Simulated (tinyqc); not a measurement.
From results back to parameters: band offset of a heterojunction with an interface dipole (two-band chains, self-consistent charge). Three cases, with inputs chosen for the exercise.

Problem. D0 is the offset of the mid-gaps without dipole, chi the charge moved per eV of offset and u the potential step per electron moved. In linear response the valence offset is S D0 - (G2 - G1)/2 with S = 1/(1 + u chi/2). Two interfaces between the same crystals differ in D0 by a known amount, as from a layer of fixed dipoles; their offsets come from hidden S and D0.

Find: S; D0 of the first; u.

Method. S is the change of the offset over the change of D0; then D0 = (offset + (G2 - G1)/2)/S and u = 2 (1/S - 1)/chi.

Case 1.

Values chosen (out of a larger set: gaps near those of GaN and AlN; the chains and D0 are free models, so the offsets are not those of the real pair; not measured data): G1 = 3.44 eV (gap on the left); G2 = 6.33 eV (gap on the right).

chi = 0.09266 1/eV

valence offsets (eV): first -1.92585, second -1.19235

D0(second) - D0(first) = 0.90 eV

Solution.

S = 0.815
D0 of the first = -0.59 eV
u = 4.9 eV

Case 2.

Values chosen (out of a larger set: gaps near those of GaAs and AlAs; the chains and D0 are free models, so the offsets are not those of the real pair; not measured data): G1 = 1.38 eV (gap on the left); G2 = 2.17 eV (gap on the right).

chi = 0.30242 1/eV

valence offsets (eV): first -0.74124, second 0.05944

D0(second) - D0(first) = 1.48 eV

Solution.

S = 0.541
D0 of the first = -0.64 eV
u = 5.6 eV

Case 3.

Values chosen (out of a larger set: gaps near those of GaAs and AlAs; the chains and D0 are free models, so the offsets are not those of the real pair; not measured data): G1 = 1.42 eV (gap on the left); G2 = 2.25 eV (gap on the right).

chi = 0.28732 1/eV

valence offsets (eV): first -0.59353, second -0.13909

D0(second) - D0(first) = 0.84 eV

Solution.

S = 0.541
D0 of the first = -0.33 eV
u = 5.9 eV

Computed by tinyqc, one run a case: `OMP_NUM_THREADS=1 python tinyqc.py N N+1 out.jsonl` with N = 1480023, 1480039, 1480060; one thread of a shared Intel(R) Xeon(R) Processor @ 2.30GHz, about 0.5 s a run at most.
